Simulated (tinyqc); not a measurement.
Ionisation constants from two fields.

Question. alpha_n = an exp(-bn/E). Find bn and an.

alpha_n at 1880 and 3960 kV/cm (1/cm): [4.7199219, 43819.470]

Solution. ln alpha is a straight line in 1/E with slope -bn and intercept ln an.

bn = 3.270e7 V/cm
an = 1.690e8 1/cm

Numbers from tinyqc (`OMP_NUM_THREADS=1 python tinyqc.py 2120029 2120030 out.jsonl`; about 0.06 s on one thread of a shared Intel Xeon 2.30GHz).
